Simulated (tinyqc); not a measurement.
# Admittance spectroscopy of a deep trap: effect of the trap density

Schottky contact on an n-type layer with shallow donors Nd (all ionised) and a donor-like deep trap, neutral when filled and positive when empty; depletion approximation. Traps within lam of the depletion edge stay filled. The traps at xt = W - lam, where the level crosses the Fermi level, follow a slow signal and not a fast one. w = 2 pi f.

Emission rate en = sn vth(T) Nc(T) exp(-Et/kB T) = sn g T^2 exp(-Et/kB T), g = vth Nc/(300 K)^2, as vth goes as T^0.5 and Nc as T^1.5 (degeneracy factor 1). lam = sqrt(2 eps0 eps_r (EF - ET)/(q Nd)), EF - ET = Et - (kB T/q) ln(Nc(T)/Nd), Nc(T) = Nc (T/300 K)^1.5. In the steady state at the band bending V, 2 eps0 eps_r V/q = Nd W^2 + Nt (W - lam)^2 (the second term only if W > lam). V = Vbi + Vr. C_HF = eps0 eps_r/W, C_LF = eps0 eps_r (Nd + Nt)/(Nd W + Nt xt). Inflection frequency w0 = 2 en [1 + Nt xt/(Nd W)]; C = C_HF + (C_LF - C_HF)/(1 + (w/w0)^2), G/w = (C_LF - C_HF)(w/w0)/(1 + (w/w0)^2).

Parameters, values chosen for the exercise; material values close to those of silicon:

| symbol | value | unit | meaning |
|---|---|---|---|
| eps_r | 11.6 |  | relative permittivity |
| Nc | 2.76e19 | cm^-3 | conduction-band density of states at 300 K |
| vth | 2.3e7 | cm/s | thermal velocity at 300 K |
| Nd | 6.9e16 | cm^-3 | shallow donor density |
| Vbi | 0.74 | V | built-in voltage |
| Et | 0.43 | eV | depth of the trap below the conduction edge |
| sn | 1.6e-17 | cm^2 | capture cross-section |
| Vr | 1.5 | V | reverse bias |
| T | 312 | K | temperature |

Constants: q = 1.602176634e-19 C, kB = 1.380649e-23 J/K, eps0 = 8.8541878128e-14 F/cm where lengths are in cm. Results are converted to the units shown.

Effect of the trap density:
```
Nt (cm^-3)	W (nm)	step (% of C_HF)	w0/(2 en)
1.4e15	203.1	0.6948	1.013
2.6e15	202.4	1.281	1.025
4.8e15	201.1	2.333	1.045
8.9e15	198.7	4.223	1.083
1.7e16	194.5	7.715	1.157
3.1e16	188.2	13.14	1.281
5.7e16	178.7	21.71	1.500
1.1e17	165.2	35.52	1.914
2e17	151.0	53.13	2.546
```

The step rises from 0.695 to 53.1 %, as Nt^(0.99) between the first two rows and Nt^(0.67) between the last two, and w0/(2 en) rises from 1.01 to 2.55: for Nt near Nd the rule w0 = 2 en overstates the cross-section by that factor.

Program tinyqc, `OMP_NUM_THREADS=1 python tinyqc.py 2050054 2050055 out.jsonl`; Intel Xeon 2.30GHz, shared host, one thread, about 0.01 s.
